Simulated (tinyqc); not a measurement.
The basis set: RHF and MP2 along a ladder of basis sets, for BeH2, spin multiplicity 1. Computed by the program tinyqc with PySCF. Same geometry throughout; the dipole is taken about the origin.

Geometry (angstrom):
```
atom       x        y       z
Be    0.0000   0.0000  0.0000
H     0.0000   1.2580  0.0000
H     0.0000  -1.2850  0.0000
```

RHF and frozen-core MP2 in a ladder of bases:
```
basis    functions  E(RHF) (hartree)  E(MP2 corr) (hartree)  HOMO (eV)  LUMO (eV)  dipole (debye)
sto-3g           7        -15.560872              -0.021632   -11.7981     5.7189          0.0014
3-21g           13        -15.670689              -0.027690   -12.4182     2.2774          0.0427
6-31g           13        -15.756699              -0.027847   -12.3900     2.4948          0.0466
cc-pvdz         24        -15.764297              -0.050963   -12.3670     1.9571          0.0432
cc-pvtz         58        -15.768951              -0.060855   -12.4263     1.6691          0.0448
```

Estimate the missing row, basis = 6-31g**.

Computed row:
```
basis    functions  E(RHF) (hartree)  E(MP2 corr) (hartree)  HOMO (eV)  LUMO (eV)  dipole (debye)
6-31g**         24        -15.764103              -0.049059   -12.3212     2.5372          0.0439
```

From cc-pVDZ to cc-pVTZ the RHF energy falls by 4.7 mhartree and the correlation energy by 9.9. If valence correlation converges as X^-3, (27 E(T) - 8 E(D))/19 gives -0.0650 hartree, a rough estimate from such small X that usually falls short; STO-3G holds about 33 % of it. Beyond STO-3G the LUMO moves by 0.9 eV and the HOMO by 0.1 eV.
